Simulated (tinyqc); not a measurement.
Mobility of a non-polar semiconductor in the relaxation-time approximation: one step, computed by the program tinyqc.

Each valley is treated as a sphere of mass m_d for states and rates, with one isotropic relaxation time; the conductivity mass m_c sets the current.

Problem. Fermi level and screening. Parabolic band: E = hbar^2 k^2/(2 m), speed v = hbar k/m, states per spin, volume and energy g(E) = m k/(2 pi^2 hbar^2). Here m = m_d. Masses are multiplied by m_0 and all formulas are in SI units. The reduced Fermi level eta = E_F/(k_B T) solves n = 2 Z int g f dE with f = 1/(1 + exp(x - eta)) (Z = 1 unless valleys are given); screening length L_s = sqrt(eps_s eps_0 k_B T/(e^2 dn/deta)), dn/deta = 2 Z int g f (1 - f) dE. Integrals over x = E/(k_B T) use 160 Gauss-Legendre points in u = sqrt(x) from 0 to sqrt(max(eta, 0) + 32).

Inputs (values chosen for the exercise, modelled on electrons in diamond):

| quantity | value | unit |
|---|---|---|
| equivalent valleys Z | 6 | - |
| static permittivity eps_s | 5.7 | - |
| carrier density n | 5e+15 | 1/cm^3 |
| temperature T | 100 | K |

Band: parabolic. Impurity formula: Brooks-Herring. Further scattering: neutral impurities.

density-of-states mass m_d = 0.4784988 m_0

Constants: k_B = 8.617333262e-05 eV/K; m_0 = 9.1093837015e-31 kg; e = 1.602176634e-19 C; hbar = 1.054571817e-34 J s; eps_0 = 8.8541878128e-12 F/m; k_B = 1.380649e-23 J/K.

Give: reduced Fermi level eta; screening length L_s.

Solution.

reduced Fermi level eta = -7.559

screening length L_s = 23.30 nm

The gas is non-degenerate (eta < -2), and L_s is close to the Debye length.
